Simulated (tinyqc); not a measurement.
## Inductance and parasitic capacitance from two readings

Problem. A loss-free coil L in parallel with C shows the apparent inductance L/(1 - w^2 L C), w = 2 pi f. Find L, C and the self-resonance 1/(2 pi sqrt(L C)).

apparent inductance at 2.8 and 6 GHz (nH): [4.4353928, 8.7498286]

Answer. The inverse of the reading is 1/L - w^2 C, a straight line in w^2.

L = 3.90 nH
C = 100 fF
self-resonance = 8.06 GHz

tinyqc, about 0.01 s, one thread, Intel Xeon 2.30GHz (shared host): `OMP_NUM_THREADS=1 python tinyqc.py 2302222 2302223 out.jsonl`
